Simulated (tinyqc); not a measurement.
## Density of surface states from the Kelvin-probe reading

Inverse problem. n-type bulk, xi = Ec - EF = Vt ln(Nc/Nd), p0 = ni^2/Nd, ni = sqrt(Nc Nv) exp(-Eg/(2 Vt)), Eg in volts. b is the upward band bending, u = b/Vt. Space charge per area, in units of q: Qc = sign(b) sqrt((2 eps0 eps_r Vt/q) [(Nd + dn)(exp(-u) - 1) + Nd u + (p0 + dn)(exp(u) - 1)]), with dn the excess density under light (flat quasi-Fermi levels; 0 in the dark). The states hold -Ds (E0 - xi - b): negative while the Fermi level lies above the neutrality level. Neutrality: Qc + Qf + (charge of the states) = 0. Work function chi + xi + b; contact potential difference CPD = (work function of the sample) - pt. Find b, Qc and Ds.

Inputs (values chosen for the exercise); band and dielectric values close to those of gallium arsenide: temperature T = 300 K; band gap Eg = 1.43 eV; relative permittivity eps_r = 12.7; conduction-band density of states at T Nc = 4.45e17 cm^-3; valence-band density of states at T Nv = 8.86e18 cm^-3; electron affinity chi = 4.06 eV; donor density Nd = 4.4e16 cm^-3; fixed positive charge at the surface Qf = 0 cm^-2; work function of the probe tip pt = 4.94 eV; depth of their neutrality level below the conduction edge E0 = 0.79 eV.

Constants: q = 1.602176634e-19 C, kB = 1.380649e-23 J/K, Vt = kB T/q, eps0 = 8.8541878128e-14 F/cm where lengths are in cm. Results are converted to the units shown.

CPD = -278.20030 mV

Answer. The CPD gives b, b gives Qc, and neutrality gives Ds.

b = 0.542 V
Qc = 5.65e11 cm^-2
Ds = 3.00e12 cm^-2 eV^-1

Program tinyqc, `OMP_NUM_THREADS=1 python tinyqc.py 2430119 2430120 out.jsonl`; Intel Xeon 2.30GHz, shared host, one thread, about 0.01 s.
